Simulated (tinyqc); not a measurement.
# Via and link resistance from two via chains

Question. A chain of 2000 vias joined by 2000 metal links has R = 2000 (Rv + Rlink), with Rlink proportional to the link length. Find Rv, Rlink for length L, and the value of Rv that the short chain would give if the links were ignored.

resistance of chains of 2000 links with link lengths L and 3 L (ohm): [74200, 86600]

Solution. R per link is a straight line in the link length; its intercept at zero length is Rv.

Rv = 34.00 ohm
Rlink = 3.100 ohm
Rv without correction = 37.10 ohm

tinyqc, about 0.01 s, one thread, Intel Xeon 2.30GHz (shared host): `OMP_NUM_THREADS=1 python tinyqc.py 2750091 2750092 out.jsonl`
